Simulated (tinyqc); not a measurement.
## Permittivity of the insulator from five potentials

Inverse problem. A node lies on a semiconductor-insulator interface. Steps: hs = tb/3 down into the semiconductor, ho = tox/2 up into the insulator, hy = L/6 sideways. The flux balance of its box reads eox (hy/ho)(above - node) + eps_r (hy/hs)(below - node) + [(eps_r hs + eox ho)/(2 hy)](left + right - 2 node) - q Na (hs/2) hy/eps0 = 0. Find eox.

Parameters, values chosen for the exercise; semiconductor permittivity made up:
```
symbol,value,unit,meaning
eps_r,12.7,,relative permittivity of the semiconductor
tb,4,nm,half the body thickness
tox,1.9,nm,insulator thickness
L,27,nm,channel length
Na,3.8e17,cm^-3,acceptor density of the depleted body
```

Constants: q = 1.602176634e-19 C, eps0 = 8.8541878128e-14 F/cm where lengths are in cm. Results are converted to the units shown.

psi (V): node 0.12254367, above 0.086909877, below 0.13537554, left 0.14719490, right 0.15410760

Answer. The balance is linear in eox.

eox = 3.900

Program tinyqc, `OMP_NUM_THREADS=1 python tinyqc.py 2480002 2480003 out.jsonl`; Intel Xeon 2.30GHz, shared host, one thread, about 0.09 s.
